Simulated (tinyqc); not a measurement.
## Trap and transport parameters from the curve

Question. A layer shows an ohmic current q n0 mu V/L, then a square law (9/8) th eps0 eps_r mu V^2/L^3 above Vx = 8 q n0 L^2/(9 th eps0 eps_r), and trap filling at V_TFL = q Nt L^2/(2 eps0 eps_r). th = y/(1 + y), y = (Nc/Nt) exp(-Et/kB T). The square-law current at V is given. Find th, n0, Nt and Et.

Inputs (values chosen for the exercise): temperature T = 300 K; relative permittivity eps_r = 11.1; mobility mu = 6 cm^2/(V s); thickness L = 600 nm; band density of states Nc = 2e20 cm^-3; voltage V = 7.4 V.

Constants: q = 1.602176634e-19 C, kB = 1.380649e-23 J/K, Vt = kB T/q, eps0 = 8.8541878128e-14 F/cm where lengths are in cm. Results are converted to the units shown.

Mott-Gurney J = 0.030551093 A/cm^2
Vx = 0.28430355 V
V_TFL = 41.080832 V

Answer. The square law gives th, Vx gives n0, V_TFL gives Nt, and th with Nt gives Et.

th = 1.82e-5
n0 = 9.90e9 cm^-3
Nt = 1.40e17 cm^-3
Et = 0.470 eV

Program tinyqc, `OMP_NUM_THREADS=1 python tinyqc.py 2370156 2370157 out.jsonl`; Intel Xeon 2.30GHz, shared host, one thread, about 0.01 s.
